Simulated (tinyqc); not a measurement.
Internal photoemission over an interface barrier: one step of the calculation.

Electrons are excited from a metal over the barrier Phi(F) = P0 - sqrt(q F/(4 pi eps0 ei)), whose top lies at xm = sqrt(q/(16 pi eps0 ei F)). The yield is Y = A (hv - Phi)^p exp(-xm/l), with A = 1 here.

Question. Threshold from a spectrum. The yields were made at this field. Fit Y^(1/n) on hv by least squares for n = 2 and n = 3; the zero of the line is the threshold.

```
point  hv (eV)        Y
0         1.78  0.01249
1         1.91  0.04441
2         2.04  0.09593
3         2.17    0.167
4          2.3   0.2578
5         2.43   0.3681
```

Give: Y^(1/2); Y^(1/3); threshold for n = 2; threshold for n = 3.

Answer.

```
point  Y^(1/2)  Y^(1/3)
0       0.1118   0.2320
1       0.2107   0.3541
2       0.3097   0.4578
3       0.4087   0.5507
4       0.5077   0.6364
5       0.6067   0.7167
```

threshold for n = 2 = 1.633 eV
threshold for n = 3 = 1.440 eV

Numbers from tinyqc (`OMP_NUM_THREADS=1 python tinyqc.py 2410028 2410029 out.jsonl`; about 0.01 s on one thread of a shared Intel Xeon 2.30GHz).
